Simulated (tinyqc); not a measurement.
# Fully depleted semiconductor-on-insulator film with two gates, non-linear Poisson equation by Newton steps: effects of single changes

One dimension across the film, front interface at x = 0, back interface at x = ts. psi is counted from the intrinsic level, n = ni exp(psi/Vt) (source grounded), holes neglected, acceptors ionised. Gates act through Cox = eps0 eox/tox and Cbox = 3.9 eps0/tb with potentials G1 = Vg - (phiM - chi - Vt ln(Nc/ni)) and G2 = Vb - (phiB - chi - Vt ln(Nc/ni)). Classical Boltzmann densities, no interface charge, no depletion in the back plane.

Parameters, values chosen for the exercise; band and dielectric values those of a made-up semiconductor:

| symbol | value | unit | meaning |
|---|---|---|---|
| T | 350 | K | temperature |
| Eg | 1 | eV | band gap |
| eps_r | 9.69 |  | relative permittivity |
| Nc | 4.07e19 | cm^-3 | conduction-band density of states at T |
| Nv | 3.55e19 | cm^-3 | valence-band density of states at T |
| chi | 4.51 | eV | electron affinity |
| eox | 21.4 |  | relative permittivity of the gate insulator (close to hafnium oxide) |
| tox | 2.9 | nm | insulator thickness |
| ts | 15 | nm | film thickness |
| tb | 14 | nm | buried-oxide thickness (eps_r 3.9) |
| Na | 1e15 | cm^-3 | acceptor density of the film |
| phiM | 5.04 | eV | work function of the front gate |
| phiB | 5.46 | eV | work function of the back plane |
| Vb | 0 | V | back-gate voltage |

Constants: q = 1.602176634e-19 C, kB = 1.380649e-23 J/K, Vt = kB T/q, eps0 = 8.8541878128e-14 F/cm where lengths are in cm. Results are converted to the units shown.

Each table varies one quantity; the others keep the values above.

## Charge against front-gate voltage

ni = sqrt(Nc Nv) exp(-Eg/(2 Vt)), Eg in volts. The Poisson equation eps0 eps_r d2psi/dx2 = q (n + Na), with -eps0 eps_r dpsi/dx = Cox (G1 - psi) at x = 0 and eps0 eps_r dpsi/dx = Cbox (G2 - psi) at x = ts, is solved on 300 equal intervals with half boxes at both ends; N_inv is the trapezoid sum of n. Swing = ln 10/(d ln N_inv/dVg); the last column is (dN_inv/dVb)/(dN_inv/dVg).

Results:

| Vg (V) | psi front (V) | psi back (V) | N_inv (cm^-2) | centroid/ts | swing (mV/decade) | q dN_inv/dVg over Cox | back/front leverage |
|---|---|---|---|---|---|---|---|
| 0.03 | -0.00953 | -0.142 | 5.91e5 | 0.215 | 76.2 | 4.37e-7 | 0.0976 |
| 0.18 | 0.137 | -0.0397 | 5.69e7 | 0.168 | 75.1 | 4.28e-5 | 0.0811 |
| 0.33 | 0.283 | 0.0622 | 5.76e9 | 0.136 | 74.9 | 0.00434 | 0.0702 |
| 0.63 | 0.505 | 0.179 | 2.98e12 | 0.0673 | 281 | 0.599 | 0.0418 |
| 0.78 | 0.551 | 0.185 | 7.24e12 | 0.0460 | 532 | 0.767 | 0.0355 |
| 0.93 | 0.579 | 0.187 | 1.22e13 | 0.0348 | 816 | 0.844 | 0.0329 |
| 1.08 | 0.599 | 0.188 | 1.75e13 | 0.0281 | 1.12e3 | 0.885 | 0.0316 |
| 1.23 | 0.614 | 0.188 | 2.30e13 | 0.0236 | 1.43e3 | 0.911 | 0.0308 |

Estimate the missing row, Vg = 0.48 V.

Computed row:

| Vg (V) | psi front (V) | psi back (V) | N_inv (cm^-2) | centroid/ts | swing (mV/decade) | q dN_inv/dVg over Cox | back/front leverage |
|---|---|---|---|---|---|---|---|
| 0.48 | 0.420 | 0.150 | 3.87e11 | 0.106 | 107 | 0.205 | 0.0578 |

With this row back in the table: N_inv passes 1e11 cm^-2 at Vg = 0.426 V. The swing starts at 76.2 mV a decade, against (1 + k) Vt ln 10 = 71.3 for a front channel with k = Cs Cbox/(Cox (Cs + Cbox)) = 0.0264, Cs = eps0 eps_r/ts; above threshold this column is no longer a subthreshold swing. The centroid falls from 0.215 to 0.0236 of ts and the leverage of the back gate falls from 0.0976 to 0.0308. For Vg = 0.63, 0.78, 0.93, 1.08, 1.23 the density at an interface exceeds 0.3 Nc, where Boltzmann statistics fail. For Vg = 0.18, 0.33, 0.48, 0.63, 0.78, 0.93, 1.08, 1.23 the classical centroid lies within 3 nm of an interface, where confinement, left out, would push it away.

## Threshold and coupling against the back-gate voltage

VT is the Vg for N_inv = 1e11 cm^-2; -dVT/dVb from the linearised equation. Limits with Cs = eps0 eps_r/ts: front channel Cs Cbox/(Cox (Cs + Cbox)), back channel Cbox (Cox + Cs)/(Cox Cs). Swing at N_inv = 1e8 cm^-2.

The same in every row: front-channel limit = 0.0264; back-channel limit = 0.469.

Threshold and coupling against the back-gate voltage:

| Vb (V) | VT (V) | centroid/ts at VT | -dVT/dVb | swing (mV/decade) |
|---|---|---|---|---|
| -1.5 | 0.497 | 0.0421 | 0.0395 | 72.3 |
| -0.75 | 0.465 | 0.0620 | 0.0457 | 72.9 |
| 0 | 0.426 | 0.119 | 0.0636 | 75.0 |
| 0.75 | 0.348 | 0.461 | 0.183 | 89.9 |
| 1.5 | 0.114 | 0.889 | 0.399 | 98.7 |
| 2.25 | -0.203 | 0.948 | 0.436 | 100 |

What does the comparison show?

As Vb goes from -1.5 to 2.25, VT falls from 0.497 to -0.203 V, the centroid rises from 0.0421 to 0.948 of ts and -dVT/dVb rises from 0.0395 to 0.436. The coupling covers 2.95 % of the way from the front-channel to the back-channel limit in the first row and 92.6 % in the last. A positive back bias draws the electrons to the back interface, where the back gate has more leverage and the front gate less, so the swing worsens.

tinyqc, about 0.5 s, one thread, Intel Xeon 2.30GHz (shared host): `OMP_NUM_THREADS=1 python tinyqc.py 2190122 2190123 out.jsonl`
